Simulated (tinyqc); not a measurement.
Raising U: Hubbard ring of 6 sites, mean field against exact. Computed by the program tinyqc. Collinear unrestricted mean field (the lowest of 40 random starts) against exact diagonalisation.

one-body matrix (hopping and site energies) (eV):
```
,1,2,3,4,5,6
1,-0.2200,-1.0000,0.0000,0.0000,0.0000,-1.0000
2,-1.0000,-0.5100,-1.0000,0.0000,0.0000,0.0000
3,0.0000,-1.0000,0.3500,-1.0000,0.0000,0.0000
4,0.0000,0.0000,-1.0000,0.0900,-1.0000,0.0000
5,0.0000,0.0000,0.0000,-1.0000,-0.0700,-1.0000
6,-1.0000,0.0000,0.0000,0.0000,-1.0000,0.2600
```

electrons, up and down: 3  3

Exact and mean-field results (eV):
```
U,U/t,E exact,E mean field,mean |n_up - n_down|,"double occupancy, exact",first gap in the sector
0.500,0.500,-7.47166,-7.44732,0.000,0.237,1.656
1.000,1.000,-6.78662,-6.68863,0.000,0.220,1.634
2.000,2.000,-5.57401,-5.17527,0.000,0.184,1.332
3.000,3.000,-4.57897,-3.79810,0.537,0.148,1.024
4.000,4.000,-3.79905,-2.96152,0.752,0.113,0.781
6.000,6.000,-2.76138,-2.05694,0.890,0.065,0.489
8.000,8.000,-2.15420,-1.58162,0.938,0.039,0.350
20.000,20.000,-0.95294,-0.69881,0.990,0.007,0.136
```

Estimate the missing row, U = 12.0.

Computed row:
```
U          U/t   E exact  E mean field  mean |n_up - n_down|  double occupancy, exact  first gap in the sector
12.000  12.000  -1.50180      -1.09452                 0.972                    0.019                    0.227
```

In absolute terms mean field is worst at U/t = 4.0, 0.838 eV too high: at small U it is nearly exact, and at large U it misses only exchange-scale energies. Its local moments set in at U/t = 3.0 of those listed, a broken symmetry that the exact state of a finite cluster with equal spins does not have. Relative to the exact energy its error is 0.3 % at the smallest U, 27 % at most and 27 % at the largest. The double occupancy falls from 0.237 to 0.007.
